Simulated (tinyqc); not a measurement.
Direct against trap-assisted paths: tunnelling through a thin dielectric with one trap, as a tight-binding chain.

Hopping -t everywhere, t = c/(m a^2), c = hbar^2/2m0; lead sites at 2t (band bottom 0), barrier sites 1 to N at 2t + phi, and site j has U besides. No voltage. Leads give S = -t exp(ika) on sites 1 and N, cos(ka) = 1 - E/(2t). T = (2 t sin(ka))^2 |G_1N|^2, G = (E - H - S)^-1. In the barrier cosh(q a) = 1 + (phi - E)/(2t).

Resonance: the lowest eigenvalue of H + S(E), iterated until its real part equals E (40 rounds from Eb = phi + 2t - sqrt(4t^2 + U^2), the level in an endless barrier). With v the normalised squared amplitudes of that state, Gamma_L = 2 t sin(ka) v_1, Gamma_R = 2 t sin(ka) v_N; Breit-Wigner T = Gamma_L Gamma_R/((E - Er)^2 + (Gamma_L + Gamma_R)^2/4).

Constants: hbar^2/2m0 = 3.80998211 eV angstrom^2.

Inputs chosen for the exercise (barrier and mass of the size used for Al2O3 on silicon; the results hold for these values, not for the real material): a = 2.5 angstrom (site spacing); m = 0.27 m0 (mass, the same in leads and barrier); phi = 2.19 eV (conduction edge of the barrier above that of the leads); U = -3.52 eV (extra energy on the trap site).

N odd, the trap in the middle, j = (N + 1)/2. Direct T is that without trap at the energy Er; area = 2 pi Gamma_L Gamma_R/(Gamma_L + Gamma_R). The exponents are the slopes of the logarithms between the last two rows, per angstrom.

Against thickness:
```
N   N a (angstrom)  Er (eV)  direct T  area (meV)
5             12.5   0.9642   0.00295         384
7             17.5   0.9792  0.000175        90.9
9             22.5   0.9801  1.00e-05        21.6
11            27.5   0.9801  5.69e-07        5.13
13            32.5   0.9801  3.24e-08        1.22
15            37.5   0.9801  1.84e-09       0.292
17            42.5   0.9801  1.05e-10      0.0696
```

exponents (1/angstrom): direct 0.5733, through the trap 0.2866

The direct path falls as exp(-0.573 d) and the path through a central trap as exp(-0.287 d), 2.00 times more slowly, since each step crosses half the layer. From 5 to 17 sites the first loses 7.4 decades and the second 3.7: in thicker layers even few traps rule the leakage. Inelastic capture with phonons is left out.

Run: tinyqc, `OMP_NUM_THREADS=1 python tinyqc.py 1480552 1480553 out.jsonl`; Intel(R) Xeon(R) Processor @ 2.30GHz, one thread, shared host; about 0.1 s of CPU time with all checks.
